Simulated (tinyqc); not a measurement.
# Depletion depth for a wanted scale length

Inverse problem. A single-gate structure has eps_r tan(pi ti/Lambda) + ei tan(pi ts/Lambda) = 0 for its lowest mode, with both thicknesses below Lambda. Find ts.

Values chosen for this exercise; permittivities: semiconductor made up, insulator close to that of silicon dioxide: relative permittivity of the semiconductor eps_r = 14.5; relative permittivity of the insulator ei = 3.87; insulator thickness ti = 2.3 nm.

Lambda = 22.394940 nm

Solution. The condition is explicit in ts: an arctangent, taken between 0 and pi.

ts = 16.00 nm

Numbers from tinyqc (`OMP_NUM_THREADS=1 python tinyqc.py 2420080 2420081 out.jsonl`; about 0.01 s on one thread of a shared Intel Xeon 2.30GHz).
